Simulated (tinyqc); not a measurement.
Inside a calculation. Method: RHF in the sto-3g basis, for H3+, spin multiplicity 1. Computed by tinyqc, a small Python program that keeps every step (integrals from PySCF). Settings: charge = 1, multiplicity = 1, basis = sto-3g, energy threshold = 1e-08, iteration cap = 65, orthogonalisation = symmetric, start = random, DIIS depth = 6, method = RHF. Command: `OMP_NUM_THREADS=1 python tinyqc.py 29120 29121 out.jsonl` (the two numbers bound the seeds that draw the settings). One thread of a shared host (Intel(R) Xeon(R) Processor @ 2.60GHz), about 0.03 s of CPU time with the checks. Later iterations appear only in the table of the cycle.

## One-electron integrals

Geometry (angstrom):
```
atom         x         y         z
H     0.000000  0.000000  0.000000
H     0.000000  0.000000  1.214000
H     0.000000  1.051000  0.607000
```

Basis sto-3g: exponents (1/bohr^2) and contraction coefficients of normalised primitives:
```
element  l (shell)  exponent  coefficient
H            s (1)  3.425251     0.154329
H            s (1)  0.623914     0.535328
H            s (1)  0.168855     0.444635
```

Overlap, kinetic and nuclear-attraction integrals over the contracted functions; the nuclear repulsion is the sum of Za Zb / Rab.

nuclear repulsion = 1.30790741 hartree

overlap S, order 1H 1s, 2H 1s, 3H 1s:
$$\begin{pmatrix}
1.000000 & 0.380039 & 0.380191 \\
0.380039 & 1.000000 & 0.380191 \\
0.380191 & 0.380191 & 1.000000
\end{pmatrix}$$

kinetic energy T (hartree), order 1H 1s, 2H 1s, 3H 1s:
$$\begin{pmatrix}
0.760032 & 0.049810 & 0.049875 \\
0.049810 & 0.760032 & 0.049875 \\
0.049875 & 0.049875 & 0.760032
\end{pmatrix}$$

nuclear attraction V (hartree), order 1H 1s, 2H 1s, 3H 1s:
$$\begin{pmatrix}
-2.087011 & -0.730475 & -0.730808 \\
-0.730475 & -2.087011 & -0.730808 \\
-0.730808 & -0.730808 & -2.087113
\end{pmatrix}$$

core Hamiltonian H = T + V (hartree), order 1H 1s, 2H 1s, 3H 1s:
$$\begin{pmatrix}
-1.326979 & -0.680665 & -0.680933 \\
-0.680665 & -1.326979 & -0.680933 \\
-0.680933 & -0.680933 & -1.327081
\end{pmatrix}$$

## Two-electron integrals

Functions are numbered as in S; the eight-fold symmetry (ij|kl) = (ji|kl) = (kl|ij) leaves the list below.

Two-electron integrals (ij|kl) in chemists' order, unique and non-zero (hartree):
```
(11|11) 0.774606   (21|11) 0.221716   (21|21) 0.087676   (22|11) 0.414038
(22|21) 0.221716   (22|22) 0.774606   (31|11) 0.221826   (31|21) 0.076805
(31|22) 0.167589   (31|31) 0.087753   (32|11) 0.167589   (32|21) 0.076805
(32|22) 0.221826   (32|31) 0.076833   (32|32) 0.087753   (33|11) 0.414122
(33|21) 0.167545   (33|22) 0.414122   (33|31) 0.221826   (33|32) 0.221826
(33|33) 0.774606
```

## Orthogonalisation

S = U s U^T; symmetric (Loewdin) form X = U s^(-1/2) U^T, so that X^T S X = 1.

eigenvalues of S: [0.619758, 0.619961, 1.760281]

X, order 1H 1s, 2H 1s, 3H 1s:
$$\begin{pmatrix}
1.097983 & -0.172057 & -0.172185 \\
-0.172057 & 1.097983 & -0.172185 \\
-0.172185 & -0.172185 & 1.098042
\end{pmatrix}$$

## Starting guess

The start is random orthonormal orbitals; D = 2 C_occ C_occ^T.

D at the start, order 1H 1s, 2H 1s, 3H 1s:
$$\begin{pmatrix}
0.052874 & 0.260664 & 0.077621 \\
0.260664 & 1.285054 & 0.382667 \\
0.077621 & 0.382667 & 0.113952
\end{pmatrix}$$

## Iteration 1: building the Fock matrix

J_ij = sum D_kl (ij|kl), K_ij = sum D_kl (ik|jl); F = H + J - 0.5 K; E = tr D H + tr D J / 2 - 0.25 tr D K + E_nn.

Coulomb J (hartree), order 1H 1s, 2H 1s, 3H 1s:
$$\begin{pmatrix}
0.898494 & 0.432145 & 0.364834 \\
0.432145 & 1.375867 & 0.438325 \\
0.364834 & 0.438325 & 0.933887
\end{pmatrix}$$

exchange K (hartree), order 1H 1s, 2H 1s, 3H 1s:
$$\begin{pmatrix}
0.372429 & 0.548666 & 0.331881 \\
0.548666 & 1.307327 & 0.589121 \\
0.331881 & 0.589121 & 0.449938
\end{pmatrix}$$

Fock matrix F (hartree), order 1H 1s, 2H 1s, 3H 1s:
$$\begin{pmatrix}
-0.614700 & -0.522853 & -0.482040 \\
-0.522853 & -0.604776 & -0.537169 \\
-0.482040 & -0.537169 & -0.618163
\end{pmatrix}$$

total energy of this density = -0.96557459 hartree

## Iteration 1: diagonalisation and new density

Diagonalise F' = X^T F X, C = X C', fill 1 alpha and 1 beta electrons from the bottom; D = 2 C_occ C_occ^T. Each column has its largest component positive (the first on a tie).

F' = X^T F X (hartree):
$$\begin{pmatrix}
-0.429306 & -0.271268 & -0.211366 \\
-0.271268 & -0.393523 & -0.290417 \\
-0.211366 & -0.290417 & -0.427078
\end{pmatrix}$$

orbital energies (hartree): MO1 -0.932398, MO2 -0.217895, MO3 -0.099614

coefficients C, order 1H 1s, 2H 1s, 3H 1s:
$$\begin{pmatrix}
0.415802 & 0.949728 & -0.435827 \\
0.455674 & -0.096357 & 1.023668 \\
0.433680 & -0.837819 & -0.612350
\end{pmatrix}$$

D after iteration 1, order 1H 1s, 2H 1s, 3H 1s:
$$\begin{pmatrix}
0.345782 & 0.378940 & 0.360650 \\
0.378940 & 0.415277 & 0.395233 \\
0.360650 & 0.395233 & 0.376157
\end{pmatrix}$$

## Iteration 2: building the Fock matrix

As before.

Coulomb J (hartree), order 1H 1s, 2H 1s, 3H 1s:
$$\begin{pmatrix}
1.056071 & 0.414321 & 0.411979 \\
0.414321 & 1.084880 & 0.416504 \\
0.411979 & 0.416504 & 1.068873
\end{pmatrix}$$

exchange K (hartree), order 1H 1s, 2H 1s, 3H 1s:
$$\begin{pmatrix}
0.726012 & 0.572493 & 0.562238 \\
0.572493 & 0.783781 & 0.581221 \\
0.562238 & 0.581221 & 0.751738
\end{pmatrix}$$

Fock matrix F (hartree), order 1H 1s, 2H 1s, 3H 1s:
$$\begin{pmatrix}
-0.633914 & -0.552590 & -0.550073 \\
-0.552590 & -0.633990 & -0.555040 \\
-0.550073 & -0.555040 & -0.634077
\end{pmatrix}$$

total energy of this density = -1.20692746 hartree

## Iteration 2: DIIS over 2 matrices

error matrix X^T (FDS - SDF) X:
$$\begin{pmatrix}
0.000000 & -0.027840 & -0.012220 \\
0.027840 & 0.000000 & 0.015636 \\
0.012220 & -0.015636 & 0.000000
\end{pmatrix}$$

B (overlaps of the stored error matrices):
$$\begin{pmatrix}
6.4784467e-01 & 3.6004477e-02 \\
3.6004477e-02 & 2.3377392e-03
\end{pmatrix}$$

Minimise |sum c_i e_i|^2 with sum c_i = 1: solve [B -1; -1 0][c; lambda] = [0; -1] with B_ij = tr e_i^T e_j, and take F = sum c_i F_i.

DIIS coefficients: [-0.058229, 1.058229]

extrapolated F (hartree), order 1H 1s, 2H 1s, 3H 1s:
$$\begin{pmatrix}
-0.635033 & -0.554322 & -0.554034 \\
-0.554322 & -0.635691 & -0.556081 \\
-0.554034 & -0.556081 & -0.635004
\end{pmatrix}$$

## Iteration 2: diagonalisation and new density

As before.

F' = X^T F X (hartree):
$$\begin{pmatrix}
-0.417241 & -0.286463 & -0.286158 \\
-0.286463 & -0.417120 & -0.288868 \\
-0.286158 & -0.288868 & -0.416394
\end{pmatrix}$$

orbital energies (hartree): MO1 -0.991245, MO2 -0.131621, MO3 -0.127889

coefficients C, order 1H 1s, 2H 1s, 3H 1s:
$$\begin{pmatrix}
0.433994 & 1.037491 & -0.009047 \\
0.436200 & -0.525860 & -0.893320 \\
0.435284 & -0.510113 & 0.902941
\end{pmatrix}$$

D after iteration 2, order 1H 1s, 2H 1s, 3H 1s:
$$\begin{pmatrix}
0.376701 & 0.378616 & 0.377821 \\
0.378616 & 0.380540 & 0.379742 \\
0.377821 & 0.379742 & 0.378945
\end{pmatrix}$$

## Iteration 3: building the Fock matrix

As before.

Coulomb J (hartree), order 1H 1s, 2H 1s, 3H 1s:
$$\begin{pmatrix}
1.069075 & 0.414142 & 0.414218 \\
0.414142 & 1.070667 & 0.414468 \\
0.414218 & 0.414468 & 1.070088
\end{pmatrix}$$

exchange K (hartree), order 1H 1s, 2H 1s, 3H 1s:
$$\begin{pmatrix}
0.752255 & 0.572108 & 0.571800 \\
0.572108 & 0.755450 & 0.572851 \\
0.571800 & 0.572851 & 0.754257
\end{pmatrix}$$

Fock matrix F (hartree), order 1H 1s, 2H 1s, 3H 1s:
$$\begin{pmatrix}
-0.634032 & -0.552576 & -0.552615 \\
-0.552576 & -0.634037 & -0.552890 \\
-0.552615 & -0.552890 & -0.634122
\end{pmatrix}$$

total energy of this density = -1.20768541 hartree

## Iteration 3: DIIS over 3 matrices

error matrix X^T (FDS - SDF) X:
$$\begin{pmatrix}
0.000000 & -0.001540 & -0.000843 \\
0.001540 & 0.000000 & 0.000696 \\
0.000843 & -0.000696 & 0.000000
\end{pmatrix}$$

B (overlaps of the stored error matrices):
$$\begin{pmatrix}
6.4784467e-01 & 3.6004477e-02 & 1.8709078e-03 \\
3.6004477e-02 & 2.3377392e-03 & 1.2811490e-04 \\
1.8709078e-03 & 1.2811490e-04 & 7.1333400e-06
\end{pmatrix}$$

As before.

DIIS coefficients: [0.001179, -0.077118, 1.075939]

extrapolated F (hartree), order 1H 1s, 2H 1s, 3H 1s:
$$\begin{pmatrix}
-0.634019 & -0.552540 & -0.552728 \\
-0.552540 & -0.634006 & -0.552706 \\
-0.552728 & -0.552706 & -0.634107
\end{pmatrix}$$

## Iteration 3: diagonalisation and new density

As before.

F' = X^T F X (hartree):
$$\begin{pmatrix}
-0.416909 & -0.285492 & -0.285677 \\
-0.285492 & -0.416904 & -0.285649 \\
-0.285677 & -0.285649 & -0.416897
\end{pmatrix}$$

orbital energies (hartree): MO1 -0.988115, MO2 -0.131416, MO3 -0.131179

coefficients C, order 1H 1s, 2H 1s, 3H 1s:
$$\begin{pmatrix}
0.435141 & -0.864979 & -0.572086 \\
0.435112 & 0.927831 & -0.463278 \\
0.435225 & -0.062820 & 1.035192
\end{pmatrix}$$

D after iteration 3, order 1H 1s, 2H 1s, 3H 1s:
$$\begin{pmatrix}
0.378695 & 0.378670 & 0.378768 \\
0.378670 & 0.378646 & 0.378744 \\
0.378768 & 0.378744 & 0.378842
\end{pmatrix}$$

## Iteration 5 (converged): orbitals

converged F (hartree), order 1H 1s, 2H 1s, 3H 1s:
$$\begin{pmatrix}
-0.634035 & -0.552586 & -0.552749 \\
-0.552586 & -0.634035 & -0.552749 \\
-0.552749 & -0.552749 & -0.634122
\end{pmatrix}$$

As before.

F' = X^T F X (hartree):
$$\begin{pmatrix}
-0.416908 & -0.285530 & -0.285683 \\
-0.285530 & -0.416908 & -0.285683 \\
-0.285683 & -0.285683 & -0.416896
\end{pmatrix}$$

orbital energies (hartree): MO1 -0.988168, MO2 -0.131378, MO3 -0.131165

coefficients C, order 1H 1s, 2H 1s, 3H 1s:
$$\begin{pmatrix}
0.435132 & -0.898052 & -0.518634 \\
0.435132 & 0.898057 & -0.518625 \\
0.435214 & -0.000005 & 1.037101
\end{pmatrix}$$

D after iteration 5, order 1H 1s, 2H 1s, 3H 1s:
$$\begin{pmatrix}
0.378680 & 0.378680 & 0.378751 \\
0.378680 & 0.378680 & 0.378751 \\
0.378751 & 0.378751 & 0.378822
\end{pmatrix}$$

## Convergence

Stop when the energy changes by less than 1e-08 hartree and every element of the error matrix X^T (F D S - S D F) X is below 3e-05.

Course of the cycle:
```
iteration  E (hartree)     change  largest element of the error matrix
1          -0.96557459          -                             4.10e-01
2          -1.20692746  -2.41e-01                             2.78e-02
3          -1.20768541  -7.58e-04                             1.54e-03
4          -1.20768773  -2.32e-06                             2.19e-05
5          -1.20768773  -5.67e-10                             3.52e-07
```

PySCF RHF in the same basis = -1.20768773 hartree

Converged in 5 iterations.

## Populations, bond orders and dipole

Mulliken: Z minus the diagonal of D S on the atom; Loewdin: the same with S^(1/2) D S^(1/2); Mayer order: 2 sum_s sum (D(s) S)_ij (D(s) S)_ji over the two atoms.

Charges (e):
```
atom  Mulliken   Loewdin
1H    0.333409  0.333407
2H    0.333409  0.333407
3H    0.333182  0.333186
```

Mayer bond orders:
```
pair     order
2-1   0.444344
3-1   0.444495
3-2   0.444495
```

dipole moment about the origin, x y z (debye): [0.000000, 1.681960, 2.915545]
